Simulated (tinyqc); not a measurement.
# Precursor delivery and alloy composition in metal-organic vapour-phase epitaxy, step by step

A worked calculation. Computed by tinyqc, a small Python program that keeps every step. Command: `OMP_NUM_THREADS=1 python tinyqc.py 3027627 3027628 out.jsonl movpe walk`. One thread of a shared host (Intel(R) Xeon(R) Processor @ 2.30GHz), about 0.01 s of CPU time with the checks. Intermediate numbers are printed to about 7 digits and carried at full precision; extremes and crossings named in words are read from the listed rows.

Carrier gas leaves each bubbler saturated. Group-III species cross a boundary layer and react at the surface; element 2 can also desorb. The film is (1)_(1-x) (2)_x V with a zinc-blende cell.

Inputs (values chosen for the exercise, close to those used for AlGaAs from TMAl and TMGa): source 1: a in log10(p/torr) = a - b/T = 8.22; source 1: b = 2134 K; source 1: bath temperature = 22 C; source 1: carrier flow = 4.8 sccm; source 2: a = 8.07; source 2: b = 1703 K; source 2: bath temperature = -4 C; source 2: carrier flow = 6.1 sccm; bubbler pressure p_b = 400 torr; group-V hydride flow = 26 sccm; total flow = 8.3 slm; reactor pressure p = 75 torr; diffusivity D0 at 273.15 K and 760 torr = 0.4 cm^2/s; boundary layer delta = 0.77 cm; prefactor of the surface rate k_s = 5.4e+13 cm/s; energy of k_s = 1.83 eV; prefactor of the loss of element 2 = 1.2e+17 layers/s; energy of the loss = 3.58 eV; lattice constant a = 5.655 angstrom; growth temperature T = 690 C.

Constants: k_B = 1.380649e-23 J/K; k_B = 8.617333262e-05 eV/K.

## Molar flows

Temperatures in kelvin are T(C) + 273.15. Vapour pressure p_v = 10^(a - b/T); precursor flow = carrier flow x p_v/(p_b - p_v); 1 sccm = 44.615 micromol/min; V/III = hydride flow over the sum of both; gas share x_g = F2/(F1 + F2).

vapour pressures (torr): source 1 9.767380, source 2 55.29339

molar flows (micromol/min): F1 5.360146, F2 43.65504

V/III ratio = 23.66593

gas share x_g = 0.8906431

The slope of F2 with the temperature of bath 2 is b ln(10)/T^2 x p_b/(p_b - p_v) = 6.3 % per kelvin. Caution: trimethylaluminium is largely a dimer in the vapour, which would double its metal flow; it is counted as a monomer here.

## Transport to the surface

Partial pressure p_i = p F_i/(44615 x total flow in slm); density n_i = p_i/(k_B T), 1 torr = 133.322 Pa; D = D0 (T/273.15)^1.75 (760/p), h = D/delta, the same for both; k_s = prefactor x exp(-energy/(k_B T)); arrival J_i = n_i/(1/h + 1/k_s); in layers per second g_i = J_i a^2/2 (two group-III sites per a^2 on (001)).

densities (1/cm^3): n1 1.088438e+13, n2 8.864643e+13

h = 47.76215 cm/s

k_s = 14346.19 cm/s

arrival rates (layers/s): g1 0.8284745, g2 6.747406

Growth is transport-limited.

## Composition and growth rate

Loss of element 2 is r x with r = prefactor x exp(-energy/(k_B T)). Then x = (g2 - r x)/(g1 + g2 - r x), or r x^2 - (g1 + g2 + r) x + g2 = 0, smaller root; growth rate G = g1/(1 - x) layers/s; one layer is a/2 thick, 1 angstrom/s = 0.36 um/h. Distribution coefficient = [x/(1 - x)]/[x_g/(1 - x_g)], x_g = g2/(g1 + g2).

loss rate r = 0.02220624 layers/s

solid share x = 0.8903570

growth rate G = 7.691363 um/h

distribution coefficient = 0.9970698

Desorption is negligible, so the solid copies the gas. Caution: the lattice constant is held fixed as x changes, delta does not respond to the flow, both precursors share one D and k_s, and gas-phase side reactions are left out.

## Three regimes over temperature

The formulas are those given above.

Growth:
```
T (C)         k_s/h  r (layers/s)          x  G (um/h)
450    3.292195e-01  1.347222e-08  0.8906431  1.545686
500    1.956401e+00  5.532885e-07  0.8906431  4.342138
550    9.298588e+00  1.446929e-05  0.8906429  6.209532
600    3.674516e+01  2.603755e-04  0.8906395  6.997649
650    1.244453e+02  3.426011e-03  0.8905974  7.432041
700    3.699995e+02  3.459160e-02  0.8902006  7.744972
750    9.846077e+02  2.786163e-01  0.8871320  7.836103
800    2.382239e+03  1.847628e+00  0.8643527  6.761752
850    5.308424e+03  1.035310e+01  0.5990554  2.367660
```

G peaks at 750 C among these rows. Between the first rows the apparent energy is 1.00 eV, against 1.83 eV for k_s, as control is already mixed; k_s passes h between 450 and 500 C, well above which G depends weakly on T until desorption sets in. Among these rows x stays within 2 % of x_g up to 750 C and then falls, to 0.60 in the last row, as element 2 desorbs. Caution: in these rows, too, a is fixed and both precursors share one D and k_s.

Checks made by the program: balance of element 2 (relative difference below 1e-10).
